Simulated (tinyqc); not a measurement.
Schottky barrier with interface states (Cowley-Sze model), image lowering and contact resistance: one step, computed by the program tinyqc.

An n-type semiconductor under a metal. The barrier lies between the Schottky-Mott limit phi_M - chi and the Bardeen limit E_g - E_n, E_n being the neutrality level of the interface states; the space-charge term of the full Cowley-Sze expression is left out.

Problem. Thermionic current. A* = 4 pi e m_e M_c k_B^2/h^3 (a simple valley count); J_s = A* T^2 exp(-phi/k_B T). J_0 uses phi_B; the reverse current uses phi_B less the image lowering, times 1 - exp(-V_r/k_B T).

Inputs (values chosen for the exercise, with gap, mass and screening modelled on ZnSe):
```
quantity           value  unit
electron mass m_e  0.145   m_0
valleys M_c            1     -
temperature T        425     K
reverse bias V_r     4.4     V
```

Pinning factor from: interface states.

barrier phi_B = 1.247318 eV

image lowering = 0.06032836 eV

Constants: e = 1.602176634e-19 C; m_0 = 9.1093837015e-31 kg; k_B = 1.380649e-23 J/K; h = 6.62607015e-34 J s; k_B = 8.617333262e-05 eV/K.

Give: Richardson constant A*; J_0; thermionic reverse current.

Solution.

Richardson constant A* = 17.43 A cm^-2 K^-2

J_0 = 5.092e-09 A/cm^2

thermionic reverse current = 2.644e-08 A/cm^2

Image lowering raises the reverse current by a factor 5.19.
